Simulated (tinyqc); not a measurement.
Worked calculation: UKS/exchange-only LDA in the sto-3g basis, for H4, spin multiplicity 3. Computed by tinyqc, a small Python program that keeps every step (integrals from PySCF). Settings: charge = 0, multiplicity = 3, basis = sto-3g, energy threshold = 1e-09, iteration cap = 69, orthogonalisation = symmetric, start = highest core orbitals, DIIS depth = 0, method = UKS, functional = Slater exchange alone, grid = [40, 14]. Command: `OMP_NUM_THREADS=1 python tinyqc.py 25937 25938 out.jsonl` (the two numbers bound the seeds that draw the settings). One thread of a shared host (Intel(R) Xeon(R) Processor @ 2.60GHz), about 1 s of CPU time with the checks. Later iterations appear only in the table of the cycle.

## One-electron integrals

Geometry (angstrom):
```
atom         x         y         z
H     0.000000  0.000000  0.000000
H     0.000000  0.000000  1.199000
H     0.000000  0.000000  2.531000
H     0.000000  0.000000  3.730000
```

Basis sto-3g: exponents (1/bohr^2) and contraction coefficients of normalised primitives:
```
element  l (shell)  exponent  coefficient
H            s (1)  3.425251     0.154329
H            s (1)  0.623914     0.535328
H            s (1)  0.168855     0.444635
```

Overlap, kinetic and nuclear-attraction integrals over the contracted functions; the nuclear repulsion is the sum of Za Zb / Rab.

nuclear repulsion = 1.84000498 hartree

overlap S, order 1H 1s, 2H 1s, 3H 1s, 4H 1s:
$$\begin{pmatrix}
1.000000 & 0.387536 & 0.046710 & 0.003472 \\
0.387536 & 1.000000 & 0.324692 & 0.046710 \\
0.046710 & 0.324692 & 1.000000 & 0.387536 \\
0.003472 & 0.046710 & 0.387536 & 1.000000
\end{pmatrix}$$

kinetic energy T (hartree), order 1H 1s, 2H 1s, 3H 1s, 4H 1s:
$$\begin{pmatrix}
0.760032 & 0.053058 & -0.010470 & -0.002032 \\
0.053058 & 0.760032 & 0.028773 & -0.010470 \\
-0.010470 & 0.028773 & 0.760032 & 0.053058 \\
-0.002032 & -0.010470 & 0.053058 & 0.760032
\end{pmatrix}$$

nuclear attraction V (hartree), order 1H 1s, 2H 1s, 3H 1s, 4H 1s:
$$\begin{pmatrix}
-2.012729 & -0.740739 & -0.084032 & -0.005979 \\
-0.740739 & -2.264887 & -0.637956 & -0.084032 \\
-0.084032 & -0.637956 & -2.264887 & -0.740739 \\
-0.005979 & -0.084032 & -0.740739 & -2.012729
\end{pmatrix}$$

core Hamiltonian H = T + V (hartree), order 1H 1s, 2H 1s, 3H 1s, 4H 1s:
$$\begin{pmatrix}
-1.252697 & -0.687681 & -0.094502 & -0.008012 \\
-0.687681 & -1.504855 & -0.609183 & -0.094502 \\
-0.094502 & -0.609183 & -1.504855 & -0.687681 \\
-0.008012 & -0.094502 & -0.687681 & -1.252697
\end{pmatrix}$$

## Two-electron integrals

Functions are numbered as in S; the eight-fold symmetry (ij|kl) = (ji|kl) = (kl|ij) leaves the list below.

Two-electron integrals (ij|kl) in chemists' order, unique and non-zero (hartree):
```
(11|11) 0.774606   (21|11) 0.227124   (21|21) 0.091506   (22|11) 0.418150
(22|21) 0.227124   (22|22) 0.774606   (31|11) 0.019038   (31|21) 0.008803
(31|22) 0.026143   (31|31) 0.001048   (32|11) 0.093427   (32|21) 0.050538
(32|22) 0.182823   (32|31) 0.007420   (32|32) 0.062196   (33|11) 0.208990
(33|21) 0.107357   (33|22) 0.383611   (33|31) 0.019038   (33|32) 0.182823
(33|33) 0.774606   (41|11) 0.001013   (41|21) 0.000513   (41|22) 0.001699
(41|31) 0.000071   (41|32) 0.000568   (41|33) 0.001699   (41|41) 0.000005
(42|11) 0.010400   (42|21) 0.005395   (42|22) 0.019038   (42|31) 0.000846
(42|32) 0.007420   (42|33) 0.026143   (42|41) 0.000071   (42|42) 0.001048
(43|11) 0.065980   (43|21) 0.032077   (43|22) 0.107357   (43|31) 0.005395
(43|32) 0.050538   (43|33) 0.227124   (43|41) 0.000513   (43|42) 0.008803
(43|43) 0.091506   (44|11) 0.141870   (44|21) 0.065980   (44|22) 0.208990
(44|31) 0.010400   (44|32) 0.093427   (44|33) 0.418150   (44|41) 0.001013
(44|42) 0.019038   (44|43) 0.227124   (44|44) 0.774606
```

## Orthogonalisation

S = U s U^T; symmetric (Loewdin) form X = U s^(-1/2) U^T, so that X^T S X = 1.

eigenvalues of S: [0.459145, 0.701087, 1.212691, 1.627078]

X, order 1H 1s, 2H 1s, 3H 1s, 4H 1s:
$$\begin{pmatrix}
1.065620 & -0.224601 & 0.032172 & -0.005315 \\
-0.224601 & 1.115449 & -0.197489 & 0.032172 \\
0.032172 & -0.197489 & 1.115449 & -0.224601 \\
-0.005315 & 0.032172 & -0.224601 & 1.065620
\end{pmatrix}$$

## Starting guess

The start is the highest orbitals of the core Hamiltonian (a deliberately bad start); D(s) = C_occ C_occ^T for each spin.

D(alpha) at the start, order 1H 1s, 2H 1s, 3H 1s, 4H 1s:
$$\begin{pmatrix}
1.169870 & -0.570099 & 0.042015 & -0.042965 \\
-0.570099 & 1.018603 & -0.771136 & 0.042015 \\
0.042015 & -0.771136 & 1.018603 & -0.570099 \\
-0.042965 & 0.042015 & -0.570099 & 1.169870
\end{pmatrix}$$

D(beta) at the start, order 1H 1s, 2H 1s, 3H 1s, 4H 1s:
$$\begin{pmatrix}
0.477704 & -0.515089 & 0.515089 & -0.477704 \\
-0.515089 & 0.555399 & -0.555399 & 0.515089 \\
0.515089 & -0.555399 & 0.555399 & -0.515089 \\
-0.477704 & 0.515089 & -0.515089 & 0.477704
\end{pmatrix}$$

## Iteration 1: exchange-correlation on the grid

Becke grid with 40 radial and 14 angular points per atom, points of zero weight dropped. rho = sum D_ij phi_i phi_j; V_xc,ij = sum w v_xc phi_i phi_j; v_xc is d(rho eps)/d rho(s) for spin s.

The 8 grid points with the largest w rho, of 2177 (bohr, atomic units):
```
x                  y          z         w  rho(alpha)  rho(beta)     eps_xc  v_xc(alpha)
0.669044   -0.669044   7.717723  0.206286    0.036743   0.013303  -0.285731    -0.412471
0.669044    0.669044   7.717723  0.206286    0.036743   0.013303  -0.285731    -0.412471
-0.669044  -0.669044   7.717723  0.206286    0.036743   0.013303  -0.285731    -0.412471
-0.669044   0.669044   7.717723  0.206286    0.036743   0.013303  -0.285731    -0.412471
-0.669044  -0.669044  -0.669044  0.206286    0.036743   0.013303  -0.285731    -0.412471
0.669044    0.669044  -0.669044  0.206286    0.036743   0.013303  -0.285731    -0.412471
0.669044   -0.669044  -0.669044  0.206286    0.036743   0.013303  -0.285731    -0.412471
-0.669044   0.669044  -0.669044  0.206286    0.036743   0.013303  -0.285731    -0.412471
```

electrons on the grid, sum of w rho = 3.982549

E_xc = sum of w rho eps_xc = -1.31714136 hartree

V_xc(alpha) (hartree), order 1H 1s, 2H 1s, 3H 1s, 4H 1s:
$$\begin{pmatrix}
-0.450824 & -0.142845 & -0.013957 & -0.000918 \\
-0.142845 & -0.403653 & -0.102698 & -0.013957 \\
-0.013957 & -0.102698 & -0.403653 & -0.142845 \\
-0.000918 & -0.013957 & -0.142845 & -0.450824
\end{pmatrix}$$

V_xc(beta) (hartree), order 1H 1s, 2H 1s, 3H 1s, 4H 1s:
$$\begin{pmatrix}
-0.300011 & -0.087718 & -0.008732 & -0.000578 \\
-0.087718 & -0.283902 & -0.070022 & -0.008732 \\
-0.008732 & -0.070022 & -0.283902 & -0.087718 \\
-0.000578 & -0.008732 & -0.087718 & -0.300011
\end{pmatrix}$$

## Iteration 1: building the Kohn-Sham matrix

J_ij = sum D_kl (ij|kl) with D = D(alpha) + D(beta); F = H + J + V_xc; E = tr D H + tr D J / 2 + E_xc + E_nn.

Coulomb J (hartree), order 1H 1s, 2H 1s, 3H 1s, 4H 1s:
$$\begin{pmatrix}
1.644812 & 0.622370 & 0.071149 & 0.005107 \\
0.622370 & 1.693875 & 0.514946 & 0.071149 \\
0.071149 & 0.514946 & 1.693875 & 0.622370 \\
0.005107 & 0.071149 & 0.622370 & 1.644812
\end{pmatrix}$$

F(alpha) (hartree), order 1H 1s, 2H 1s, 3H 1s, 4H 1s:
$$\begin{pmatrix}
-0.058709 & -0.208157 & -0.037310 & -0.003823 \\
-0.208157 & -0.214633 & -0.196935 & -0.037310 \\
-0.037310 & -0.196935 & -0.214633 & -0.208157 \\
-0.003823 & -0.037310 & -0.208157 & -0.058709
\end{pmatrix}$$

F(beta) (hartree), order 1H 1s, 2H 1s, 3H 1s, 4H 1s:
$$\begin{pmatrix}
0.092104 & -0.153029 & -0.032085 & -0.003483 \\
-0.153029 & -0.094882 & -0.164259 & -0.032085 \\
-0.032085 & -0.164259 & -0.094882 & -0.153029 \\
-0.003483 & -0.032085 & -0.153029 & 0.092104
\end{pmatrix}$$

total energy of this density = -0.52437896 hartree

## Iteration 1: diagonalisation and new density

Diagonalise F' = X^T F X, C = X C', fill 3 alpha and 1 beta electrons from the bottom; D(s) = C_occ C_occ^T. Each column has its largest component positive (the first on a tie).

F' = X^T F X (alpha) (hartree):
$$\begin{pmatrix}
0.022235 & -0.196488 & 0.033940 & -0.007610 \\
-0.196488 & -0.090668 & -0.171736 & 0.033940 \\
0.033940 & -0.171736 & -0.090668 & -0.196488 \\
-0.007610 & 0.033940 & -0.196488 & 0.022235
\end{pmatrix}$$

orbital energies (alpha) (hartree): MO1 -0.337450, MO2 -0.176391, MO3 0.089671, MO4 0.287304

coefficients C (alpha), order 1H 1s, 2H 1s, 3H 1s, 4H 1s:
$$\begin{pmatrix}
0.190732 & 0.443181 & 0.737739 & -0.640319 \\
0.532285 & 0.483857 & -0.395617 & 0.812866 \\
0.532285 & -0.483857 & -0.395617 & -0.812866 \\
0.190732 & -0.443181 & 0.737739 & 0.640319
\end{pmatrix}$$

F' = X^T F X (beta) (hartree):
$$\begin{pmatrix}
0.173147 & -0.193520 & 0.034185 & -0.007572 \\
-0.193520 & 0.028878 & -0.178565 & 0.034185 \\
0.034185 & -0.178565 & 0.028878 & -0.193520 \\
-0.007572 & 0.034185 & -0.193520 & 0.173147
\end{pmatrix}$$

orbital energies (beta) (hartree): MO1 -0.216188, MO2 -0.034016, MO3 0.232077, MO4 0.422178

coefficients C (beta), order 1H 1s, 2H 1s, 3H 1s, 4H 1s:
$$\begin{pmatrix}
0.163209 & 0.426359 & 0.744312 & -0.651640 \\
0.546608 & 0.504857 & -0.375580 & 0.799993 \\
0.546608 & -0.504857 & -0.375580 & -0.799993 \\
0.163209 & -0.426359 & 0.744312 & 0.651640
\end{pmatrix}$$

D(alpha) after iteration 1, order 1H 1s, 2H 1s, 3H 1s, 4H 1s:
$$\begin{pmatrix}
0.777047 & 0.024098 & -0.404774 & 0.384228 \\
0.024098 & 0.673958 & 0.205723 & -0.404774 \\
-0.404774 & 0.205723 & 0.673958 & 0.024098 \\
0.384228 & -0.404774 & 0.024098 & 0.777047
\end{pmatrix}$$

D(beta) after iteration 1, order 1H 1s, 2H 1s, 3H 1s, 4H 1s:
$$\begin{pmatrix}
0.026637 & 0.089211 & 0.089211 & 0.026637 \\
0.089211 & 0.298780 & 0.298780 & 0.089211 \\
0.089211 & 0.298780 & 0.298780 & 0.089211 \\
0.026637 & 0.089211 & 0.089211 & 0.026637
\end{pmatrix}$$

## Iteration 2: exchange-correlation on the grid

As before.

The 8 grid points with the largest w rho, of 2177 (bohr, atomic units):
```
x                  y         z         w  rho(alpha)  rho(beta)     eps_xc  v_xc(alpha)
0.768053    0.768053  3.033835  0.272892    0.020663   0.014063  -0.242896    -0.340458
0.768053   -0.768053  3.033835  0.272892    0.020663   0.014063  -0.242896    -0.340458
-0.768053   0.768053  3.033835  0.272892    0.020663   0.014063  -0.242896    -0.340458
-0.768053  -0.768053  3.033835  0.272892    0.020663   0.014063  -0.242896    -0.340458
0.768053   -0.768053  4.014843  0.272892    0.020663   0.014063  -0.242896    -0.340458
0.768053    0.768053  4.014843  0.272892    0.020663   0.014063  -0.242896    -0.340458
-0.768053  -0.768053  4.014843  0.272892    0.020663   0.014063  -0.242896    -0.340458
-0.768053   0.768053  4.014843  0.272892    0.020663   0.014063  -0.242896    -0.340458
```

electrons on the grid, sum of w rho = 4.001467

E_xc = sum of w rho eps_xc = -1.18737634 hartree

V_xc(alpha) (hartree), order 1H 1s, 2H 1s, 3H 1s, 4H 1s:
$$\begin{pmatrix}
-0.422939 & -0.146304 & -0.015621 & -0.001071 \\
-0.146304 & -0.425765 & -0.118193 & -0.015621 \\
-0.015621 & -0.118193 & -0.425765 & -0.146304 \\
-0.001071 & -0.015621 & -0.146304 & -0.422939
\end{pmatrix}$$

V_xc(beta) (hartree), order 1H 1s, 2H 1s, 3H 1s, 4H 1s:
$$\begin{pmatrix}
-0.193540 & -0.095999 & -0.012070 & -0.000878 \\
-0.095999 & -0.343526 & -0.099609 & -0.012070 \\
-0.012070 & -0.099609 & -0.343526 & -0.095999 \\
-0.000878 & -0.012070 & -0.095999 & -0.193540
\end{pmatrix}$$

## Iteration 2: building the Kohn-Sham matrix

As before.

Coulomb J (hartree), order 1H 1s, 2H 1s, 3H 1s, 4H 1s:
$$\begin{pmatrix}
1.489546 & 0.631386 & 0.077176 & 0.005654 \\
0.631386 & 1.863815 & 0.582612 & 0.077176 \\
0.077176 & 0.582612 & 1.863815 & 0.631386 \\
0.005654 & 0.077176 & 0.631386 & 1.489546
\end{pmatrix}$$

F(alpha) (hartree), order 1H 1s, 2H 1s, 3H 1s, 4H 1s:
$$\begin{pmatrix}
-0.186091 & -0.202600 & -0.032947 & -0.003429 \\
-0.202600 & -0.066804 & -0.144764 & -0.032947 \\
-0.032947 & -0.144764 & -0.066804 & -0.202600 \\
-0.003429 & -0.032947 & -0.202600 & -0.186091
\end{pmatrix}$$

F(beta) (hartree), order 1H 1s, 2H 1s, 3H 1s, 4H 1s:
$$\begin{pmatrix}
0.043308 & -0.152294 & -0.029397 & -0.003236 \\
-0.152294 & 0.015434 & -0.126180 & -0.029397 \\
-0.029397 & -0.126180 & 0.015434 & -0.152294 \\
-0.003236 & -0.029397 & -0.152294 & 0.043308
\end{pmatrix}$$

total energy of this density = -1.70147027 hartree

## Iteration 2: diagonalisation and new density

As before.

F' = X^T F X (alpha) (hartree):
$$\begin{pmatrix}
-0.117916 & -0.193863 & 0.031919 & -0.006866 \\
-0.193863 & 0.067326 & -0.169407 & 0.031919 \\
0.031919 & -0.169407 & 0.067326 & -0.193863 \\
-0.006866 & 0.031919 & -0.193863 & -0.117916
\end{pmatrix}$$

orbital energies (alpha) (hartree): MO1 -0.275773, MO2 -0.222143, MO3 0.048909, MO4 0.347825

coefficients C (alpha), order 1H 1s, 2H 1s, 3H 1s, 4H 1s:
$$\begin{pmatrix}
0.455583 & 0.599312 & 0.610804 & -0.497235 \\
0.343123 & 0.246957 & -0.567545 & 0.913171 \\
0.343123 & -0.246957 & -0.567545 & -0.913171 \\
0.455583 & -0.599312 & 0.610804 & 0.497235
\end{pmatrix}$$

F' = X^T F X (beta) (hartree):
$$\begin{pmatrix}
0.122701 & -0.206815 & 0.034631 & -0.007608 \\
-0.206815 & 0.151200 & -0.178848 & 0.034631 \\
0.034631 & -0.178848 & 0.151200 & -0.206815 \\
-0.007608 & 0.034631 & -0.206815 & 0.122701
\end{pmatrix}$$

orbital energies (beta) (hartree): MO1 -0.142667, MO2 -0.031107, MO3 0.230112, MO4 0.491464

coefficients C (beta), order 1H 1s, 2H 1s, 3H 1s, 4H 1s:
$$\begin{pmatrix}
0.303316 & 0.528628 & 0.699026 & -0.571812 \\
0.464167 & 0.365035 & -0.473698 & 0.872708 \\
0.464167 & -0.365035 & -0.473698 & -0.872708 \\
0.303316 & -0.528628 & 0.699026 & 0.571812
\end{pmatrix}$$

D(alpha) after iteration 2, order 1H 1s, 2H 1s, 3H 1s, 4H 1s:
$$\begin{pmatrix}
0.939812 & -0.042334 & -0.338342 & 0.221463 \\
-0.042334 & 0.500828 & 0.378853 & -0.338342 \\
-0.338342 & 0.378853 & 0.500828 & -0.042334 \\
0.221463 & -0.338342 & -0.042334 & 0.939812
\end{pmatrix}$$

D(beta) after iteration 2, order 1H 1s, 2H 1s, 3H 1s, 4H 1s:
$$\begin{pmatrix}
0.092001 & 0.140789 & 0.140789 & 0.092001 \\
0.140789 & 0.215451 & 0.215451 & 0.140789 \\
0.140789 & 0.215451 & 0.215451 & 0.140789 \\
0.092001 & 0.140789 & 0.140789 & 0.092001
\end{pmatrix}$$

## Iteration 16 (converged): orbitals

converged F(alpha) (hartree), order 1H 1s, 2H 1s, 3H 1s, 4H 1s:
$$\begin{pmatrix}
-0.160905 & -0.208217 & -0.034865 & -0.003594 \\
-0.208217 & -0.125891 & -0.165999 & -0.034865 \\
-0.034865 & -0.165999 & -0.125891 & -0.208217 \\
-0.003594 & -0.034865 & -0.208217 & -0.160905
\end{pmatrix}$$

converged F(beta) (hartree), order 1H 1s, 2H 1s, 3H 1s, 4H 1s:
$$\begin{pmatrix}
0.056995 & -0.162168 & -0.031559 & -0.003413 \\
-0.162168 & -0.053994 & -0.148338 & -0.031559 \\
-0.031559 & -0.148338 & -0.053994 & -0.162168 \\
-0.003413 & -0.031559 & -0.162168 & 0.056995
\end{pmatrix}$$

As before.

F' = X^T F X (alpha) (hartree):
$$\begin{pmatrix}
-0.089494 & -0.192956 & 0.032482 & -0.007058 \\
-0.192956 & 0.004737 & -0.170912 & 0.032482 \\
0.032482 & -0.170912 & 0.004737 & -0.192956 \\
-0.007058 & 0.032482 & -0.192956 & -0.089494
\end{pmatrix}$$

orbital energies (alpha) (hartree): MO1 -0.295570, MO2 -0.213151, MO3 0.032842, MO4 0.306365

coefficients C (alpha), order 1H 1s, 2H 1s, 3H 1s, 4H 1s:
$$\begin{pmatrix}
0.364689 & 0.564032 & 0.669058 & -0.536922 \\
0.419887 & 0.308614 & -0.513357 & 0.894218 \\
0.419887 & -0.308614 & -0.513357 & -0.894218 \\
0.364689 & -0.564032 & 0.669058 & 0.536922
\end{pmatrix}$$

F' = X^T F X (beta) (hartree):
$$\begin{pmatrix}
0.139567 & -0.205798 & 0.034875 & -0.007767 \\
-0.205798 & 0.077303 & -0.177373 & 0.034875 \\
0.034875 & -0.177373 & 0.077302 & -0.205798 \\
-0.007767 & 0.034875 & -0.205798 & 0.139567
\end{pmatrix}$$

orbital energies (beta) (hartree): MO1 -0.190668, MO2 -0.045581, MO3 0.222397, MO4 0.447590

coefficients C (beta), order 1H 1s, 2H 1s, 3H 1s, 4H 1s:
$$\begin{pmatrix}
0.230903 & 0.477317 & 0.726169 & -0.615293 \\
0.509789 & 0.438977 & -0.424212 & 0.837955 \\
0.509789 & -0.438977 & -0.424212 & -0.837955 \\
0.230903 & -0.477317 & 0.726169 & 0.615293
\end{pmatrix}$$

D(alpha) after iteration 16, order 1H 1s, 2H 1s, 3H 1s, 4H 1s:
$$\begin{pmatrix}
0.898770 & -0.016269 & -0.364406 & 0.262505 \\
-0.016269 & 0.535083 & 0.344598 & -0.364406 \\
-0.364406 & 0.344598 & 0.535083 & -0.016270 \\
0.262505 & -0.364406 & -0.016270 & 0.898770
\end{pmatrix}$$

D(beta) after iteration 16, order 1H 1s, 2H 1s, 3H 1s, 4H 1s:
$$\begin{pmatrix}
0.053316 & 0.117712 & 0.117712 & 0.053316 \\
0.117712 & 0.259885 & 0.259885 & 0.117712 \\
0.117712 & 0.259885 & 0.259885 & 0.117712 \\
0.053316 & 0.117712 & 0.117712 & 0.053316
\end{pmatrix}$$

## Convergence

Stop when the energy changes by less than 1e-09 hartree and every element of the error matrix X^T (F D S - S D F) X (for each spin) is below 9e-06.

Course of the cycle:
```
iteration  E (hartree)     change  largest element of the error matrix
1          -0.52437896          -                             2.28e-02
2          -1.70147027  -1.18e+00                             7.39e-02
3          -1.72865207  -2.72e-02                             2.92e-02
4          -1.73570230  -7.05e-03                             1.91e-02
5          -1.73767094  -1.97e-03                             8.19e-03
6          -1.73814460  -4.74e-04                             4.47e-03
7          -1.73826170  -1.17e-04                             2.07e-03
8          -1.73828978  -2.81e-05                             1.06e-03
9          -1.73829659  -6.80e-06                             5.08e-04
10         -1.73829823  -1.64e-06                             2.53e-04
11         -1.73829862  -3.95e-07                             1.23e-04
12         -1.73829872  -9.53e-08                             6.07e-05
13         -1.73829874  -2.30e-08                             2.98e-05
14         -1.73829874  -5.55e-09                             1.46e-05
15         -1.73829875  -1.34e-09                             7.18e-06
16         -1.73829875  -3.23e-10                             3.53e-06
```

PySCF UKS in the same basis, fine grid, after a stability check = -1.74253157 hartree

Converged in 16 iterations. The coarse grid moves the energy by +4.23e-03 hartree.

## Populations, bond orders and dipole

Mulliken: Z minus the diagonal of D S on the atom; Loewdin: the same with S^(1/2) D S^(1/2); Mayer order: 2 sum_s sum (D(s) S)_ij (D(s) S)_ji over the two atoms.

Charges (e):
```
atom   Mulliken    Loewdin  Mulliken spin
1H     0.019028   0.016141       0.771738
2H    -0.019028  -0.016141       0.228262
3H    -0.019028  -0.016141       0.228262
4H     0.019028   0.016141       0.771738
```

Mayer bond orders:
```
pair     order
2-1   0.175797
3-1   0.175797
3-2   0.595941
4-1   0.052466
4-2   0.175797
4-3   0.175797
```

dipole moment about the origin, x y z (debye): [0.000000, 0.000000, 0.000000]

<S^2> of the determinant (pure state: 2) = 2.000000
